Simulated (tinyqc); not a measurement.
# Worked calculation: input admittance of a MOSFET at zero drain bias: distributed channel and distributed gate

Numbers from tinyqc (`OMP_NUM_THREADS=1 python tinyqc.py 2262153 2262154 out.jsonl`; about 0.01 s on one thread of a shared Intel Xeon 2.30GHz). Printed values are rounded.

Source and drain grounded, strong inversion, w = 2 pi f, Cox = eps0 eox/tox. The channel is an RC line of resistance 1/(mu Cox Vo) per square fed from both ends, so one finger has the intrinsic admittance y = i w Cox L tanh(g)/g per width, g = (1/2) sqrt(i w tau), tau = L^2/(mu Vo). The vertical resistance rv/L is in series with y, the overlaps 2 i w Cov in parallel: y_t = 1/(1/y + rv/L) + 2 i w Cov. The gate strip is a line of Rsh/L per length loaded by y_t, so a finger has Y = y_t Wf tanh(k)/k, k = (Wf/sd) sqrt(y_t Rsh/L); the device has Nf Y.

Values chosen for this exercise; values of the order met in silicon radio-frequency transistors: relative permittivity of the gate insulator (close to silicon dioxide) eox = 3.9; insulator thickness tox = 5.6 nm; channel length L = 0.28 um; finger width Wf = 15 um; number of fingers Nf = 32; channel mobility mu = 100 cm^2/(V s); gate overdrive Vo = 0.3 V; sheet resistance of the gate Rsh = 25 ohm/square; vertical resistivity of the gate stack rv = 11 ohm um^2; number of ends at which a finger is contacted sd = 2; overlap and fringe capacitance on each side Cov = 0.21 fF/um; frequency f = 26 GHz.

Constants: eps0 = 8.8541878128e-14 F/cm where lengths are in cm. Results are converted to the units shown.

## Low-frequency resistances and capacitance

Low-frequency limits, with c = Cox L and ct = c + 2 Cov: R_strip = Rsh Wf/(3 sd^2 L Nf), R_ch = (c/ct)^2 L/(12 mu Cox Vo Wf Nf), R_vert = (c/ct)^2 rv/(L Wf Nf), C = ct Wf Nf.

parts (ohm): strip 3.48772, channel 1.70007, vertical 0.0529507
sum = 5.24074 ohm
C = 1030.35 fF
1/(2 pi R C) = 29.4742 GHz

The strip term is the largest, 66.6 % of the sum.

## Admittance of the channel and stack per width

tau, g, c = Cox L, y and y_t as defined.

tau = 26.1333 ps
g = 0.730515+0.730515i
c = 1.72657 fF/um
y = 84.756+245.959i uS/um
y_t = 86.828+312.919i uS/um

w tau = 4.27, and Im y is 0.872 of w c.

## Input impedance of the device

k and Y as defined; Z = 1/(Nf Y) = R + 1/(i w C); Q = |Im Z|/R; signal at the point farthest from a contact |1/cosh k|.

k = 1.01662+0.77294i
Nf Y = 74.4011+95.7720i mS
R = 5.05861 ohm
C = 940.061 fF
Q = 1.28724
signal at the far point = 0.715220

R is 3.5 % below its low-frequency limit and C is 8.8 % below its own.
